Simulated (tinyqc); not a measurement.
Pair of shallow donors (hydrogen-like orbitals): sweeps and comparisons. A value that a table varies takes the place of the one given here.

Each donor has the orbital exp(-r/a); energy unit Ha* = q/(eps a), q = e^2/(4 pi eps0), so that a lone donor is bound by Ha*/2; x = R/a. One electron: S = (1 + x + x^2/3) exp(-x), j = 1/x - (1 + 1/x) exp(-2x), k = (1 + x) exp(-x); levels E(+/-) = -1/2 - (j +/- k)/(1 +/- S) in Ha*, without the repulsion of the ions, split by D = |E(-) - E(+)|. In six valleys the overlaps S and k are multiplied by v = [cos(K Rx) + cos(K Ry) + cos(K Rz)]/3, K = k0 (2 pi/a_lat), for isotropic envelopes and the symmetric valley state.

Two electrons, Heitler-London: with S' = (1 - x + x^2/3) exp(x), C = 1/x - exp(-2x)(1/x + 11/8 + 3x/4 + x^2/6), X = (1/5){exp(-2x)(25/8 - 23x/4 - 3x^2 - x^3/3) + (6/x)[S^2 (0.5772157 + ln x) + S'^2 Ei(-4x) - 2 S S' Ei(-2x)]}, Q = C - 2j + 1/x and A = X - 2 S k + S^2/x, the singlet and triplet lie at (Q +/- w A)/(1 +/- w S^2) from two lone donors, with the valley weight w = v^2; the exchange is J = triplet - singlet.

Constants: e^2/(4 pi eps0) = 14.39964547 eV angstrom.

Values chosen for the exercise (near those of two donors in Si; the results hold for these values, not for the real material): a = 18.8 angstrom (orbital radius); eps = 11.5 (dielectric constant); a_lat = 5.431 angstrom (lattice constant); k0 = 0.857 2 pi/a_lat (valley position); sites = ((10, 0, 0), (10.25, 0.25, 0.25), (10.5, 0.5, 0), (10, 0.5, 0.5), (9.75, 0.25, -0.25), (10.75, 0.25, -0.25), (10, 1, 0), (10.25, 0.75, -0.25), (11, 0.5, 0.5)) a_lat (positions of the second donor); Ns = (0.025, 0.062, 0.15, 0.37, 0.86, 1.8, 3.7) x 1e18/cm^3 (donor densities); n = (9, 2, 0) a_lat (separation vector).

## Placement within one cell

D and J for each site, and for v = 1.

Results:
```
site                  R (angstrom)       v  D (meV)  J (micro-eV)  J for v = 1
(10, 0, 0)                    54.3   0.365     4.43           794     6.07e+03
(10.25, 0.25, 0.25)           55.7   0.220     2.53           262     5.53e+03
(10.5, 0.5, 0)                57.1   0.366     4.09           666     5.03e+03
(10, 0.5, 0.5)                54.4  -0.902     12.0      4.86e+03     6.02e+03
(9.75, 0.25, -0.25)           53.0  -0.057    0.706          21.1     6.63e+03
(10.75, 0.25, -0.25)          58.4   0.226     2.39           231     4.59e+03
(10, 1, 0)                    54.6   0.239     2.85           335     5.96e+03
(10.25, 0.75, -0.25)          55.8  -0.063    0.714          21.1     5.48e+03
(11, 0.5, 0.5)                59.9  -0.899     9.84      3.34e+03     4.15e+03
```

Over these sites the envelope alone changes J by a factor 1.6, and the valley factor v^2 by 250; J runs from 21.1 at (9.75, 0.25, -0.25) to 4.86e+03 micro-eV at (10, 0.5, 0.5). Moves of less than one lattice constant change the phases of the valleys along each axis that moves, so the placement must be exact to the site.

## From lone donors to an impurity band (impurity band of shallow donors (Hubbard estimate))

Donors on a simple cubic lattice of spacing R = N^(-1/3) (1/angstrom^3 = 1e24/cm^3), Ha* = q/(eps a), q = e^2/(4 pi eps0), x = R/a. Hopping t = Ha* (1 + x) exp(-x), band width B = 12 t, on-site repulsion U = (5/8) Ha*; the gap closes near B/U = 1.15. Valley factors and disorder are left out.

Results:
```
N (1e18/cm^3)  R (angstrom)  N^(1/3) a   t (meV)   B (meV)       B/U
0.025                 342.0      0.055  1.61e-05  0.000193  4.64e-06
0.062                 252.7      0.074   0.00140    0.0168  0.000404
0.15                  188.2      0.100    0.0329     0.395   0.00949
0.37                  139.3      0.135     0.339      4.07    0.0978
0.86                  105.2      0.179      1.63      19.6     0.471
1.8                    82.2      0.229      4.51      54.2      1.30
3.7                    64.7      0.291      9.49       114      2.74
```

B/U passes 1.15 between 0.86 and 1.8 x 1e18/cm^3; the root is x = 4.52, N^(1/3) a = 0.221, N = 1.6 x 1e18/cm^3, below the 2.6 that the empirical rule N^(1/3) a = 0.26 gives; the estimate is rough, since random positions, the overlap of the orbitals and screening are left out. While N grows by 148 times, t grows by 5.9e+05 times.

## What each parameter does

x, D = |E(-) - E(+)| and J. Each row changes one parameter from the base and keeps the others.

Results:
```
case                       x  D (meV)  J (micro-eV)
base                   2.663    2.446           257
a = 16.9 angstrom      2.963    2.324           200
eps = 12.7             2.663    2.215           233
k0 = 0.837 2 pi/a_lat  2.663    1.961           166
n = (10, 2, 0) a_lat   2.946   0.4971          10.3
```

The largest shifts from the base row, up to three for each result and ties (the steps differ in size, so this ranks the rows, not the parameters). x: a +0.299, n +0.283; unchanged at the printed digits by eps and k0. D (meV): n -1.95, k0 -0.485, eps -0.231. J (micro-eV): n -247, k0 -91.1, a -57.0.

tinyqc: `OMP_NUM_THREADS=1 python tinyqc.py 1281017 1281018 out.jsonl`; about 0.01 s, one thread, shared Intel(R) Xeon(R) Processor @ 2.30GHz.
